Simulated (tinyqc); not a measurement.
## Via and link resistance from two via chains

Inverse problem. A chain of 1000 vias joined by 1000 metal links has R = 1000 (Rv + Rlink), with Rlink proportional to the link length. Find Rv, Rlink for length L, and the value of Rv that the short chain would give if the links were ignored.

resistance of chains of 1000 links with link lengths L and 3 L (ohm): 24800  28400

Solution. R per link is a straight line in the link length; its intercept at zero length is Rv.

Rv = 23.0 ohm
Rlink = 1.80 ohm
Rv without correction = 24.8 ohm

tinyqc, about 0.01 s, one thread, Intel Xeon 2.30GHz (shared host): `OMP_NUM_THREADS=1 python tinyqc.py 2750117 2750118 out.jsonl`
